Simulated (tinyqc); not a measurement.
# Solid solubility of a dopant against its melt (retrograde solidus), clustering and the electrically active fraction, step by step

A worked calculation. Computed by tinyqc, a small Python program that keeps every step. Command: `OMP_NUM_THREADS=1 python tinyqc.py 3011231 3011232 out.jsonl retro walk`. One thread of a shared host (Intel(R) Xeon(R) Processor @ 2.30GHz), about 0.01 s of CPU time with the checks. Intermediate numbers are printed to about 6 digits and carried at full precision; extremes and crossings named in words are read from the listed rows.

Inputs (values chosen for the exercise, of the order of those of aluminium in silicon for the solubility): melting point of the host T_m = 1687 K; heat of melting of the host H_f = 50.2 kJ/mol; interaction L of the melt = -3.5 kJ/mol; enthalpy of transfer from melt to solid H = 0.63 eV; entropy of transfer S = -1.64 k_B; site density N0 = 5e+22 1/cm^3; temperature T = 1300 K; total dopant density N_t = 4.2e+20 1/cm^3; atoms per cluster m = 3; cluster scale N* at 1273 K = 2.7e+20 1/cm^3; activation energy E_b of the cluster scale = 0.37 eV; anneal temperature T_a = 975 K; prefactor of n_i = 3.79e+16 1/(cm^3 K^1.5); energy E_i in n_i = 0.604 eV; mobility mu = 75 cm^2/(V s).

Clustering: clusters that take up free electrons.

Constants: R = 8.314462618 J/(mol K); k_B = 8.617333262e-05 eV/K; e = 1.602176634e-19 C; N_A = 6.02214076e+23 1/mol.

## Liquidus and solidus at T

x_l and x_s are atom fractions of the dopant in melt and solid; the solid is dilute. Liquidus of the host: R T ln(1 - x_l) + L x_l^2 = -H_f (1 - T/T_m). Distribution: k = x_s/x_l = exp[L (1 - x_l)^2/(R T)] exp(S/k_B - H/(k_B T)), the first factor being the activity coefficient in the melt. Solubility = x_s N0; at T_m x_l = 0.

x_l = 0.611122

distribution coefficient k = 6.67016e-04

x_s = 4.07628e-04

solubility = 2.03814e+19 1/cm^3

k at the melting point = 0.00198296

k has changed by a factor 0.34 from its value at T_m, while x_l has grown from 0 to 0.611.

## The retrograde maximum

The largest x_s N0 between 900 K and T_m. For an ideal melt with constant heats the maximum has x_l = H_f/(H + H_f), H in the same units.

temperature of the maximum = 1429.01 K

largest solubility = 2.36203e+19 1/cm^3

x_l there = 0.444523

ideal-melt value H_f/(H + H_f) = 0.452310

The maximum lies 258 K below T_m: above it the melt runs out of dopant, below it k falls as exp(-H/(k_B T)).

## The solidus

The formulas are those given above.

Against temperature:
```
T (K)       x_l           k  solubility (1/cm^3)  over the maximum
1000   0.881368  0.00012886          5.67873e+18          0.240418
1100   0.809667  0.00024850          1.00599e+19          0.425902
1200   0.719419  0.00042646          1.53402e+19          0.649452
1300   0.611122  0.00066702          2.03814e+19          0.862878
1400   0.484716  0.00096646          2.34230e+19          0.991647
1500   0.338954  0.00131157          2.22281e+19          0.941061
1580   0.206287  0.00160447          1.65491e+19          0.700631
1640   0.095373  0.00182188          8.68790e+18          0.367815
1675   0.025159  0.00194302          2.44424e+18          0.103480
```

Between the first rows the Arrhenius energy of the solubility is 0.54 eV, against H = 0.63 eV; it shrinks to zero at 1429 K and turns negative beyond. A crystal saturated at the maximum precipitates dopant-rich liquid on cooling and on heating alike. Below a eutectic or compound temperature another phase would set the limit.

## Active fraction after the anneal

A highly soluble donor (another dopant than that of the solidus) is limited by clustering. Donors N_a are active, and clusters hold m atoms each: N_t = N_a + m C, m C = N* (N_a/N*)^m (n/N*)^m, each atom taking one electron, n = N_a/2 + sqrt(N_a^2/4 + n_i^2), n_i = prefactor x T^1.5 exp(-E_i/(k_B T)), with N*(T) = N*(1273 K) exp[-(E_b/k_B)(1/T - 1/1273)]. Resistivity = 1/(e mu N_a).

N*(T_a) = 9.63062e+19 1/cm^3

active density N_a = 1.16601e+20 1/cm^3

active fraction = 0.277621

resistivity = 0.713717 milliohm cm

Doubling the dose would raise N_a by only 15 %. Caution: this clustering law is a generic form; degeneracy and a doping-dependent mobility are left out.

## Active against total

A highly soluble donor (another dopant than that of the solidus) is limited by clustering. Donors N_a are active, and clusters hold m atoms each: N_t = N_a + m C, m C = N* (N_a/N*)^m (n/N*)^m, each atom taking one electron, n = N_a/2 + sqrt(N_a^2/4 + n_i^2), n_i = prefactor x T^1.5 exp(-E_i/(k_B T)), with N*(T) = N*(1273 K) exp[-(E_b/k_B)(1/T - 1/1273)].

Active density (1/cm^3):
```
N_t (1/cm^3)   N_a at T_a  fraction  N_a at T_a + 150 K  N_a at T_a - 150 K
1.00e+19      9.99988e+18  0.999988         9.99999e+18         9.99341e+18
3.00e+19      2.99133e+19  0.997110         2.99952e+19         2.72763e+19
1.00e+20      7.62562e+19  0.762562         9.52133e+19         4.50102e+19
2.00e+20      9.73342e+19  0.486671         1.43644e+20         5.30240e+19
5.00e+20      1.21006e+20  0.242011         1.90785e+20         6.35699e+19
1.00e+21      1.38747e+20  0.138747         2.22484e+20         7.20860e+19
2.00e+21      1.57497e+20  0.078749         2.54588e+20         8.13639e+19
5.00e+21      1.84845e+20  0.036969         3.00290e+20         9.51418e+19
```

The exponent d ln N_a/d ln N_t falls from 1.00 to 0.17, towards 1/(2m) = 0.167. At the highest dose a 150 K hotter anneal gives 1.62 times the active density, and a later step 150 K cooler would cut it to 0.51 if it ran to equilibrium: short hot anneals come last.

Checks made by the program: the ideal-melt maximum (relative difference 2e-08).
